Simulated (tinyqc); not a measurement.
Fermi-Dirac statistics of conduction electrons, step by step. Values are carried at full precision from step to step, so a last printed digit may differ when a step is redone from the rounded ones.

Constants: hbar^2/2m0 = 3.80998211 eV angstrom^2; kB = 8.617333262e-05 eV/K; e^2/(4 pi eps0) = 14.39964547 eV angstrom.

Parameters, chosen for this exercise (near those of Ge, lowest valleys alone; the results hold for these values, not for the real material): m = 0.5431 m0 (density-of-states mass of the conduction band); T = 77 K; n = 1.2e+17 1/cm^3 (electron density); eps = 15.2 (static dielectric constant); alpha = 0.6 1/eV (non-parabolicity).

## Reduced density

N = 2 (m kB T/(4 pi c))^(3/2) with c = hbar^2/2m0, in 1/angstrom^3; times 1e24 for 1/cm^3; u = n/Nc.

kT = 0.006635 eV
Nc = 1.3060e+18 1/cm^3
u = n/Nc = 0.091883

## Reduced Fermi level by five rules

F_j(eta) = (1/Gamma(j + 1)) integral_0^infinity x^j dx/(1 + exp(x - eta)), which tends to exp(eta) for eta << 0.

With u = n/Nc: Boltzmann eta = ln u; Joyce-Dixon eta = ln u + u/sqrt(8) - 4.95009e-3 u^2 + 1.48386e-4 u^3 - 4.42563e-6 u^4; Nilsson eta = ln u/(1 - u^2) + v/(1 + (0.24 + 1.08 v)^-2) with v = (3 sqrt(pi) u/4)^(2/3); fully degenerate limit eta = v; exact: F_1/2(eta) = u.

Find eta = (EF - Ec)/kT by each rule.

eta: Boltzmann -2.387, Joyce-Dixon -2.355, Nilsson -2.357, degenerate 0.246, exact -2.355

Against the exact value the errors are Boltzmann -0.032, Joyce-Dixon 0.000, Nilsson -0.003, degenerate limit +2.601 (in kT).

## Exact eta by Newton steps

Solve ln F_1/2(eta) = ln u from the Boltzmann value; dF_1/2/d eta = F_-1/2, so the step is -ln(F_1/2/u) F_1/2/F_-1/2. Stop below 1e-9.

Newton steps:
```
step        eta      F_1/2     F_-1/2  step taken
1     -2.387239  0.0890391  0.0863282      0.0324
2     -2.354811  0.0918816  0.0889979    1.56e-05
3     -2.354795  0.0918830  0.0889993    3.71e-12
```

Converged in 3 steps.

## Mean energy, Einstein relation and screening

eta = -2.35480

Mean kinetic energy <E> = (3/2) kT F_3/2/F_1/2; D/mu = (kT/e) F_1/2/F_-1/2; dn/dEF = (Nc/kT) F_-1/2; screening length L = (4 pi (e^2/(4 pi eps0)) (dn/dEF)/eps)^(-1/2), with dn/dEF in 1/(angstrom^3 eV) (1/cm^3 = 1e-24/angstrom^3).

F_-1/2, F_1/2, F_3/2: 0.08900  0.09188  0.09337

<E> = 10.11 meV
D/mu = 6.85 mV
dn/dEF = 1.752e+19 1/(cm^3 eV)
L = 69.25 angstrom

The gas is nearly non-degenerate. D/mu is 1.032 times kT/e and <E> is 1.016 times (3/2) kT; the Debye formula, with n/kT in place of dn/dEF, would give L = 68.15 angstrom.

## Fermi level in the non-parabolic band

Non-parabolic band E (1 + alpha E) = c k^2/m: n = Nc (2/sqrt(pi)) integral_0^infinity sqrt(x (1 + a x)) (1 + 2 a x) dx/(1 + exp(x - eta)) with a = alpha kT and eta = (EF - Ec)/kT; a = 0 gives n = Nc F_1/2(eta).

Solve for eta at the same n.

a = 0.00398
eta = -2.370
EF - Ec = -15.73 meV

The extra states lower EF by 0.10 meV against the parabolic band.

## Checks

- Non-parabolic integral at a = 0 against F_1/2(2): both 2.823721.
- F_1/2(40) against the Sommerfeld form (4/(3 sqrt(pi))) eta^(3/2) (1 + pi^2/(8 eta^2)): both 190.45.

tinyqc: `OMP_NUM_THREADS=1 python tinyqc.py 1650409 1650410 out.jsonl`; about 0.01 s, one thread, shared Intel(R) Xeon(R) Processor @ 2.30GHz.
